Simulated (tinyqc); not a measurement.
Worked calculation: formation energy of a charged point defect from supercell energies. Computed by tinyqc, a small Python program that keeps every step. Command: `OMP_NUM_THREADS=1 python tinyqc.py 3004943 3004944 out.jsonl formation walk`. One thread of a shared host (Intel(R) Xeon(R) Processor @ 2.30GHz), about 0.01 s of CPU time with the checks. Intermediate numbers are printed to about 5 digits and carried at full precision; extremes and crossings named in words are read from the listed rows.

The host is a compound AB. Making the defect adds n_A = 0, n_B = -1 atoms to the cell. All total energies are inputs. E_F is counted from the valence-band maximum (VBM); x = 0 is A-rich and x = 1 B-rich growth.

Inputs (values chosen for the exercise, for a model compound AB):
```
quantity                      value      unit
gap E_g                        1.37        eV
E_VBM of the host cell        6.075        eV
potential alignment dV        0.036        eV
dielectric constant eps        9.34         -
cell length L                  15.8  angstrom
mu_B of the pure element     -6.629        eV
formation enthalpy dH of AB  -0.464        eV
growth condition x             0.37         -
Fermi level E_F               0.338        eV
temperature T                  1000         K
site density N_s              4e+22     cm^-3
```

Defect: vacancy of B. Supercell lattice: bcc.

charge states q: 2  1  0

E(defect, q) - E(host), in the order of q (eV): -4.23  2.562  9.494

Constants: e^2/(4 pi eps_0) = 14.39964548 eV angstrom; k_B = 8.617333262e-05 eV/K.

## Chemical potentials

dmu_A = x dH and dmu_B = (1 - x) dH, so that dmu_A + dmu_B = dH; mu = mu(element) + dmu. The reservoir term is sum n_i mu_i.

dmu_A = -0.17168 eV

dmu_B = -0.29232 eV

sum n_i mu_i = 6.92132 eV

## Image-charge corrections

Image-charge correction of a point charge in a neutralising background: E_corr = q^2 alpha e^2/(4 pi eps_0) / (2 eps L), alpha = 2.888462 for a bcc array with L the cube root of the volume.

E_corr (eV): (q=+2) 0.56370, (q=+1) 0.14092, (q=0) 0.00000

Caution: the largest image-charge correction in these energies, q^2 alpha e^2/(8 pi eps_0 eps L) with alpha = 2.888462, exceeds a quarter of the gap; the point-charge term alone is then a rough estimate, usually too large for a charge that is spread out.

## Formation energies at E_F = 0

E_f(q, E_F) = [E(defect, q) - E(host)] - sum n_i mu_i + q (E_VBM + dV + E_F) + E_corr(q).

E_f(q, 0) (eV): (q=+2) 1.6344, (q=+1) 1.8926, (q=0) 2.5727

## Transition levels and the lower envelope

eps(q/q') = [E_f(q', 0) - E_f(q, 0)]/(q - q'). U of state q is eps(q/q-1) - eps(q+1/q). The stable state at each E_F is the lowest line E_f(q, 0) + q E_F.

One-electron levels above the VBM (eV):
```
level     energy  U of the state between this level and the next
(+2/+1)  0.25823                                         0.42185
(+1/0)   0.68008                                               -
```

Stable states:
```
q   from E_F (eV)  to E_F (eV)
+2        0.00000       0.2582
+1        0.25823       0.6801
0         0.68008       1.3700
```

Stable in the gap, from the VBM up: +2, +1, 0.

## The first and the last level

eps(q/q-1) = E_f(q - 1, 0) - E_f(q, 0).

level (+2/+1) = 0.25823 eV

level (+1/0) = 0.68008 eV

## Concentrations at the given E_F and T

E_f(q, E_F) = E_f(q, 0) + q E_F. c_q = N_s exp(-E_f(q, E_F)/k_B T), with all degeneracy factors one and no vibrational entropy.

Charge states:
```
q   E_f (eV)  c_q (cm^-3)    share
+2    2.3104   9.0841e+10  0.28001
+1    2.2306   2.2925e+11  0.70665
0     2.5727   4.3284e+09  0.01334
```

lowest formation energy = 2.2306 eV

total concentration = 3.2442e+11 cm^-3

mean charge = 1.2667 e

State +1 holds 70.7 % of the defects.

## Fermi level and growth conditions

Each entry is the lowest E_f over q.

Lowest formation energy (eV):
```
E_F (eV)  stable q  A-rich, x = 0  x = 0.5  B-rich, x = 1
0.000           +2         1.4627   1.6947         1.9267
0.171           +2         1.8047   2.0367         2.2687
0.342           +1         2.0629   2.2949         2.5269
0.514           +1         2.2349   2.4669         2.6989
0.685            0         2.4010   2.6330         2.8650
0.856            0         2.4010   2.6330         2.8650
1.028            0         2.4010   2.6330         2.8650
1.199            0         2.4010   2.6330         2.8650
1.370            0         2.4010   2.6330         2.8650
```

Going from A-rich to B-rich growth shifts every line by +0.464 eV and moves no transition level. The slope of the envelope is the stable charge, so E_f is highest in the rows from E_F = 0.685 to 1.37 eV, where the neutral state is stable: the defect forms most easily in p-type material.

## What the corrections do to the levels

Levels eps(q/q-1) with the terms q dV and E_corr left out or kept.

Levels above the VBM (eV):
```
level        raw  with alignment  with image charge  with both
(+2/+1)  0.71700         0.68100            0.29423    0.25823
(+1/0)   0.85700         0.82100            0.71608    0.68008
```

Alignment moves every level by -dV = -0.036 eV. The image term moves eps(q/q-1) by (1 - 2q) E_corr(1): (+2/+1) by -0.423, (+1/0) by -0.141 eV, donor levels down and acceptor levels up. It adds 2 E_corr(1) = 0.282 eV to every U.

Checks made by the program: envelope against a direct minimum on a grid (relative difference below 1e-10).
